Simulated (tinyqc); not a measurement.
# Electron continuity equation in a given potential, Scharfetter-Gummel discretisation: current and errors against the applied potential

Steady state in one dimension: J = q mu n E + q D dn/dx with E = -dpsi/dx and D = mu Vt, dJ/dx = q (n/tau - G), fixed densities nL and nR at the ends. The potential is given, psi = U x/L - Ub exp(-((x/L - xb)/sb)^2), and is not changed by the electrons.

10 equal intervals. Fluxes J_i = (q D/h)(n_(i+1) P_i - n_i Q_i), d_i = (psi_(i+1) - psi_i)/Vt: Scharfetter-Gummel P = B(d), Q = B(-d), B(d) = d/(exp(d) - 1); central P = 1 - d/2, Q = 1 + d/2; upwind P = 1 + max(-d, 0), Q = 1 + max(d, 0). Balance at each inner node: J_i - J_(i-1) = q h (n_i/tau - G). The reference is Scharfetter-Gummel on 4000 intervals or more. Errors are those of J on the first interval against the reference at its midpoint; errors under 1e-6 % are printed as 0.

Inputs (values chosen for the exercise); mobility close to that of silicon at room temperature: temperature T = 273 K; electron mobility mu = 1360 cm^2/(V s); length of the region L = 4.2 um; density at x = 0 nL = 7.2e14 cm^-3; density at x = L nR = 0 cm^-3; lifetime tau = 5.2e-10 s; uniform generation rate G = 0 cm^-3 s^-1; depth of the dip in psi (a barrier for electrons) Ub = 0.18 V; position of the barrier over L xb = 0.33; width of the barrier over L sb = 0.12.

Constants: q = 1.602176634e-19 C, kB = 1.380649e-23 J/K, Vt = kB T/q. Results are converted to the units shown.

Results:
columns A: U (V); B: largest |d|; C: reference J (A/cm^2); D: SG error (%); E: central error (%); F: upwind error (%); G: most negative central n (cm^-3), 0 if none
```
A           B        C      D      E     F         G
-0.012  4.873   -7.490  -1.47   10.2  67.0  -3.33e13
-0.047  5.021   -6.452  -2.17   24.4  69.1  -4.58e13
-0.12   5.332   -4.767  -4.05   53.0  76.9  -5.59e13
-0.24   5.842   -2.966  -8.39   95.8  98.8  -4.62e13
-0.35   6.309   -1.963  -13.7   42.5   130  -2.10e13
-0.52   7.032   -1.075  -23.6   -246   209  -6.07e13
-1.1    9.497  -0.1733  -59.4  -1680   926  -2.94e14
```

Estimate the missing row, U = -0.71 V.

Computed row:
columns A: U (V); B: largest |d|; C: reference J (A/cm^2); D: SG error (%); E: central error (%); F: upwind error (%); G: most negative central n (cm^-3), 0 if none
```
A          B        C      D     E    F         G
-0.71  7.840  -0.5721  -35.8  -472  351  -1.60e14
```

With this row back in the table: The reference current rises from -7.49 to -0.173 A/cm^2. The largest errors in size are 59 % (Scharfetter-Gummel), 1700 % (central) and 930 % (upwind). Central differences give negative densities for U = -0.012, -0.047, -0.12, -0.24, -0.35, -0.52, -0.71, -1.1 V; these rows have |d| above 2, which makes negative values possible though not certain.

Program tinyqc, `OMP_NUM_THREADS=1 python tinyqc.py 2220043 2220044 out.jsonl`; Intel Xeon 2.30GHz, shared host, one thread, about 0.01 s.
